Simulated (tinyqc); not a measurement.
Magnetisation curve: two coupled magnetic layers: synthetic antiferromagnet, spin flop, exchange bias and magnetoresistance. Computed by tinyqc, a small Python program. Command: `OMP_NUM_THREADS=1 python tinyqc.py 3029288 3029289 out.jsonl saf walk`. One thread of a shared host (Intel(R) Xeon(R) Processor @ 2.30GHz), about 0.2 s of CPU time with the checks.

Moments lie in the plane at the angles p1, p2 from the field. Energy per area: E = J1 cos(p1 - p2) + J2 cos^2(p1 - p2) - B M_s (t1 cos p1 + t2 cos p2) + K (t1 cos^2 p1 + t2 cos^2 p2).

Inputs (values chosen for the exercise, for a model stack): saturation magnetisation M_s = 1440 kA/m; thickness t1 = 3.6 nm; thickness t2 = 2.5 nm; antiferromagnetic coupling J1 = 0.088 mJ/m^2; biquadratic coupling J2 = 0.021 mJ/m^2; in-plane anisotropy K = 10 kJ/m^3; field over the saturation field = 0.32.

Field direction: along the hard axis.

Method. The parallel state is stable while the Hessian at p1 = p2 = 0 is positive: with c = J1 + 2 J2 and u = B M_s - 2K, (u t1 - c)(u t2 - c) > c^2, so B_sat M_s = c (1/t1 + 1/t2) + 2K. B_K = 2K/M_s. The lowest minimum of E over both angles (from five starts; of two mirror images the one with p1 >= 0, and for equal layers |p1| <= |p2|).

saturation field B_sat = 75.0772 mT

Equilibrium states:
```
B/B_sat  B (mT)  p1 (degrees)  p2 (degrees)  m/m_sat
0.02      1.502        86.903       -88.263   0.0443
0.06      4.505        80.809       -84.871   0.1309
0.12      9.009        72.222       -80.163   0.2502
0.20     15.015        62.279       -74.544   0.3837
0.30     22.523        52.394       -67.897   0.5143
0.45     33.785        41.468       -57.720   0.6611
0.60     45.046        32.852       -47.102   0.7748
0.80     60.062        21.760       -31.477   0.8976
0.95     71.323        10.495       -15.139   0.9759
1.10     82.585         0.000         0.000   1.0000
```

What does the comparison show, and why?

From the first row the moments are canted and close at B_sat. The largest gap between m/m_sat and B/B_sat in the canted rows is 0.214.

Extremes, crossings and ranges named in words are read from the listed rows.
